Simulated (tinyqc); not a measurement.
Channel resistance from two points of the on-state curve.

Problem. In the p-i-n model Von = V1 + 2 Vt ln(J/(1 A/cm^2)) + J Rch, with V1 independent of J. Find Rch and V1.

Inputs (values chosen for the exercise):
```
symbol,value,unit,meaning
T,300,K,temperature
```

Constants: q = 1.602176634e-19 C, kB = 1.380649e-23 J/K, Vt = kB T/q. Results are converted to the units shown.

Von at J = 50 and 150 A/cm^2 (V): 0.90071549  1.0095181

Solution. Remove the logarithmic junction term; the rest is linear in J.

Rch = 0.520 mohm cm^2
V1 = 0.672 V

Program tinyqc, `OMP_NUM_THREADS=1 python tinyqc.py 2590042 2590043 out.jsonl`; Intel Xeon 2.30GHz, shared host, one thread, about 0.01 s.
